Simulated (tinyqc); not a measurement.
Worked calculation: thin (001) film in sp3s* tight binding with raised dangling bonds. Values are carried at full precision from step to step, so a last printed digit may differ when a step is redone from the rounded ones.

sp3s* tight binding, nearest neighbours only: anion (a) at 0, cation (c) at a/4 (1,1,1), orbitals s, px, py, pz, s* on each; k in units of 2 pi/a. With phases e_j = exp(i (pi/2) k.n_j) for n = (1,1,1), (1,-1,-1), (-1,1,-1), (-1,-1,1): g0 = (e1+e2+e3+e4)/4, g1 = (e1+e2-e3-e4)/4, g2 = (e1-e2+e3-e4)/4, g3 = (e1-e2-e3+e4)/4. The diagonal holds the levels Esa, Epa, Exa (s*) and Esc, Epc, Exc. Anion-cation block: <sa|sc> = Vss g0; <sa|xc> = Vsapc g1; <xa|sc> = -Vscpa g1; <xa|xc> = Vxx g0; <xa|yc> = <ya|xc> = Vxy g3, <xa|zc> = <za|xc> = Vxy g2, <ya|zc> = <za|yc> = Vxy g1; <s*a|xc> = Vxapc g1; <xa|s*c> = -Vpaxc g1; y and z take g2 and g3 in place of g1; s-s* and s*-s* vanish.

Inputs chosen for the exercise (out of a larger set: near a published set for InAs, fitted to gaps, whose masses and valley positions are rough; not measured data):
```
symbol  value                                                                                       unit  meaning
p       (-9.48, 0.91, -2.751, 3.756, 7.38, 6.72, -5.647, 1.825, 4.448, 3.031, 5.382, 3.389, 3.904)  eV    order Esa, Epa, Esc, Epc, Exa, Exc, Vss, Vxx, Vxy, Vsapc, Vscpa, Vxapc, Vpaxc
N       5                                                                                                 atomic planes in the small film
dl      10                                                                                          eV    shift of the dangling hybrids
```

## Bulk edges along [001]

Gap at Gamma and minimum on (0,0,kz), kz from 0.5 to 1, from the bulk Ev. States at zero in-plane momentum come from this line alone.

edges (eV): Gamma 0.4390, Delta 2.2646

kz of the minimum = 1.0000 2 pi/a

## The two blocks of the small film

Planes alternate anion (a), cation (c) along [001], a/4 apart, starting with an anion; zero in-plane momentum; levels counted from the bulk Ev, the lower root of [[Epa, Vxx], [Vxx, Epc]]; no spin-orbit coupling. Block of s, pz, s*: from an anion to the cation above, Vss/2 (s,s), Vsapc/2 (s,z), -Vscpa/2 (z,s), Vxx/2 (z,z), Vxapc/2 (s*,z), -Vpaxc/2 (z,s*); to the cation below the same with the s-z and s*-z signs reversed. Block of u = (px + py)/sqrt2 and v = (px - py)/sqrt2: to the cation above (Vxx + Vxy)/2 for u and (Vxx - Vxy)/2 for v, to the cation below the reverse. Each surface atom has two dangling sp3 hybrids; raising both by dl adds (dl/2) [[1, t], [t, 1]] to its s, pz levels (t = -1 at the bottom face, +1 at the top) and dl to the one of u, v in whose plane the missing bonds lie (v for a bottom anion or a top cation, u for a top anion).

Fill them in.

s, pz, s* block (eV), lower triangle:
```
        sa1     za1    *a1     sc2     zc2    *c2     sa3     za3    *a3     sc4     zc4    *c4
sa1  -4.499
za1  -5.000   5.891
*a1       0       0  7.361
sc2  -2.824  -2.691      0  -2.770
zc2   1.516   0.912  1.694       0   3.737
*c2       0  -1.952      0       0       0  6.701
sa3       0       0      0  -2.824  -1.516      0  -9.499
za3       0       0      0   2.691   0.912  1.952       0   0.891
*a3       0       0      0       0  -1.694      0       0       0  7.361
sc4       0       0      0       0       0      0  -2.824  -2.691      0  -2.770
zc4       0       0      0       0       0      0   1.516   0.912  1.694       0   3.737
*c4       0       0      0       0       0      0       0  -1.952      0       0       0  6.701
sa5       0       0      0       0       0      0       0       0      0  -2.824  -1.516      0
za5       0       0      0       0       0      0       0       0      0   2.691   0.912  1.952
*a5       0       0      0       0       0      0       0       0      0       0  -1.694      0

        sa5    za5    *a5
sa5  -4.499
za5   5.000  5.891
*a5       0      0  7.361
```

u, v block (eV), lower triangle:
```
       ua1     va1     uc2    vc2    ua3     va3     uc4    vc4     ua5    va5
ua1  0.891
va1      0  10.891
uc2  3.136       0   3.737
vc2      0  -1.312       0  3.737
ua3      0       0  -1.312      0  0.891
va3      0       0       0  3.136      0   0.891
uc4      0       0       0      0  3.136       0   3.737
vc4      0       0       0      0      0  -1.312       0  3.737
ua5      0       0       0      0      0       0  -1.312      0  10.891
va5      0       0       0      0      0       0       0  3.136       0  0.891
```

## Levels of the small film

Diagonalise both blocks.

levels of the s, pz, s* block (eV): -12.012  -9.401  -8.117  -3.592  0.444  2.349  2.620  3.602  5.494  6.312  7.361  8.112  9.053  9.441  9.931

levels of the u, v block (eV): -1.818  -1.818  -0.628  -0.628  5.094  5.094  6.342  6.342  11.158  11.158

No level lies between 0 and the bulk edge 0.439 eV; confinement has widened the gap at zero in-plane momentum to 1.072 eV.

## Checks

- Lowest conduction level of 201 planes, with the dangling hybrids shifted far away, against the bulk edge: 0.4462 against 0.4390.

Program tinyqc; command `OMP_NUM_THREADS=1 python tinyqc.py 1482283 1482284 out.jsonl`; about 0.4 s on one thread of a shared Intel(R) Xeon(R) Processor @ 2.30GHz.
